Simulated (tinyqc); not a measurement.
Inside a calculation: donors with valley-orbit split 1s states. Values are carried at full precision from step to step, so a last printed digit may differ when a step is redone from the rounded ones.

Each donor binds at most one electron, in any of its states. For a site s, W_s = sum over its states of g exp(E/kT), and the ionised share is 1/(1 + W_s exp(eta)), eta = (EF - Ec)/kT; n = Nc F_1/2(eta); neutrality n + NA = ND x (mean ionised share); holes are neglected. Nc from N = 2 (m kB T/(4 pi c))^(3/2) with c = hbar^2/2m0, in 1/angstrom^3; times 1e24 for 1/cm^3, m = md. F_j(eta) = (1/Gamma(j + 1)) integral_0^infinity x^j dx/(1 + exp(x - eta)), which tends to exp(eta) for eta << 0.

Constants: hbar^2/2m0 = 3.80998211 eV angstrom^2; kB = 8.617333262e-05 eV/K.

Parameters, chosen for this exercise (near those of As in Si; not measured data):
- md = 1.035 m0 (density-of-states mass of the conduction band)
- E = (55.6, 35.1, 32.7) meV (binding energies of 1s(A1), 1s(T2), 1s(E))
- g = (2, 6, 4) (their degeneracies with spin)
- T = 350 K
- ND = 2.8e+16 1/cm^3 (donors)
- NA = 7.2e+15 1/cm^3 (compensating acceptors, all ionised)
- mu0 = 70 cm^2/(V s) (mobility at heavy doping)
- mu1 = 1373 cm^2/(V s) (mobility at light doping and 300 K)
- Nr = 1.1e+17 1/cm^3 (reference doping)
- de = 0.72 (doping exponent)
- ga = 2.3 (temperature exponent)

## Partition sums of the neutral donor

Give each term g exp(E/kT), W_s, and the effective degeneracy W_s exp(-E_ground/kT).

Nc = 3.3297e+19 1/cm^3

terms: 1s(A1) 12.64, 1s(T2) 19.21, 1s(E) 11.83

W_s: donor 43.677

effective degeneracy: donor 6.913

The ground state alone would give 2 and all states together 12; here the excited states hold 71 % of the bound electrons.

## Neutrality

Solve for eta.

eta = -7.413
n = 2.01e+16 1/cm^3

ionised share: donor 0.974

n is 0.965 of ND - NA.

## Mobility and resistivity

Mobility (Caughey-Thomas form): mu = mu0 + (mu1 (T/300)^(-ga) - mu0)/(1 + ((ND + NA)/Nr)^de); rho = 1/(e n mu), e = 1.602176634e-19 C.

Compare with full ionisation, n = ND - NA.

mu = 690.1 cm^2/(V s)
rho = 0.450 ohm cm
rho at full ionisation = 0.435 ohm cm

Incomplete ionisation raises rho by a factor 1.04.

## Checks

- n at ND = 1e13 1/cm^3 against the root of n^2 = (Nc/W)(ND - n) (1/cm^3): both 1.000e+13.

tinyqc: `OMP_NUM_THREADS=1 python tinyqc.py 1682647 1682648 out.jsonl`; about 0.01 s, one thread, shared Intel(R) Xeon(R) Processor @ 2.30GHz.
